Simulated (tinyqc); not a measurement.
What moves the results: square lattice in a magnetic field (Harper-Hofstadter model). A value that a table varies takes the place of the one given here.

Landau gauge, lattice period 1: the magnetic cell has q sites j = 0 to q - 1 along x. H_jj = -2 ty cos(ky + 2 pi p j/q), H_(j,j+1) = -tx, and the bond from q - 1 back to 0 is H_(q-1,0) = -tx exp(i q kx). The levels depend on k only through cos(q kx) and cos(q ky), so the band edges lie at (0, 0) and (pi/q, pi/q).

Inputs chosen for the exercise:
- tx = 1.3 meV (hopping along x)
- ty = 1.3 meV (hopping along y)
- Q = 11 (denominator)
- p = 2 (flux per plaquette p/q, in units of h/e)
- q = 3

## Towards Landau levels

Flux 1/Q. Near the bottom of the band the mass gives hbar wc = 4 pi sqrt(tx ty)/Q and E_0 = -2 (tx + ty) + hbar wc/2. For each Q, p = 1 and q = Q.

Lowest band (meV):

| Q | centre | width | E_0 | spacing to band 2 | hbar wc |
|---|---|---|---|---|---|
| 3 | -3.0758 | 0.952 | -2.4773 | 3.0758 | 5.4454 |
| 4 | -3.5370 | 0.280 | -3.1580 | 2.8335 | 4.0841 |
| 5 | -3.8146 | 0.0836 | -3.5664 | 2.3517 | 3.2673 |
| 6 | -4.0118 | 0.0250 | -3.8386 | 2.0574 | 2.7227 |
| 8 | -4.2767 | 0.00222 | -4.1790 | 1.6607 | 2.0420 |
| 12 | -4.5630 | 1.81e-05 | -4.5193 | 1.1898 | 1.3614 |
| 20 | -4.8074 | 1.30e-09 | -4.7916 | 0.7542 | 0.8168 |

The width falls from 0.952 to 1.3e-09 meV, by a factor 3.30 for each unit of Q at the end, so the band turns into a flat level. Its centre lies -0.599 meV from E_0 at Q = 3 and -0.016 meV at Q = 20; the spacing reaches 92 % of hbar wc, the shortfall coming from the non-parabolic band.

## Slices of the butterfly

Flux P/Q for each P (p = P, q = Q): the lowest edge, the first gap, the widest gap with its r (the lower one of a mirror pair) and t_r from r = Q s + P t, |t| <= Q/2, and the total width of the bands.

Spectra (meV):

| flux | lowest edge | first gap | t of first gap | widest gap | its r | its t | total width |
|---|---|---|---|---|---|---|---|
| 1/11 | -4.5094 | 1.2808 | 1 | 1.2808 | 1 | 1 | 1.0705 |
| 2/11 | -3.9371 | 0.0003 | -5 | 2.0318 | 2 | 1 | 1.0996 |
| 3/11 | -3.5695 | 0.0510 | 4 | 2.1874 | 3 | 1 | 1.0926 |
| 4/11 | -3.4141 | 0.1525 | 3 | 2.1436 | 4 | 1 | 1.0980 |
| 5/11 | -3.4506 | 0.3906 | -2 | 1.7947 | 5 | 1 | 1.0856 |

The widest gap carries t = 1 in every row, and its r equals P: it is the gap above the lowest Landau level, which holds P of the Q bands. The first gap is widest at 1/11 (t = 1) and narrowest at 2/11 (t = -5). The total width lies between 1.071 and 1.100 meV; its limit for large Q is 4 |tx - ty| = 0.0 meV.

## What each parameter does

Bottom and width of band 1, the first gap and the total width of all bands. Each row changes one parameter from the base and keeps the others.

Results:

| case | bottom (meV) | width (meV) | first gap (meV) | total width (meV) |
|---|---|---|---|---|
| base | -3.5517 | 0.9517 | 1.6483 | 3.8067 |
| tx = 1.56 meV | -3.9272 | 1.0672 | 1.7928 | 4.2689 |
| ty = 0.975 meV | -3.1475 | 0.8725 | 1.4025 | 3.4901 |
| p = 1 | -3.5517 | 0.9517 | 1.6483 | 3.8067 |
| q = 5 | -3.4034 | 0.3709 | 0.2043 | 2.3964 |

The largest shifts from the base row, up to three for each result and ties (the steps differ in size, so this ranks the rows, not the parameters). bottom (meV): ty +0.4042, tx -0.3756, q +0.1482; unchanged at the printed digits by p. width (meV): q -0.5808, tx +0.1156, ty -0.0792; unchanged at the printed digits by p. first gap (meV): q -1.4440, ty -0.2458, tx +0.1444; unchanged at the printed digits by p. total width (meV): q -1.4102, tx +0.4622, ty -0.3166; unchanged at the printed digits by p. Flux p/q and 1 - p/q have the same spectrum: reversing the field leaves it alone, and one whole quantum is a gauge change.

(tinyqc, `OMP_NUM_THREADS=1 python tinyqc.py 1251880 1251881 out.jsonl`, Intel(R) Xeon(R) Processor @ 2.30GHz, 1 thread, shared host, about 0.01 s.)
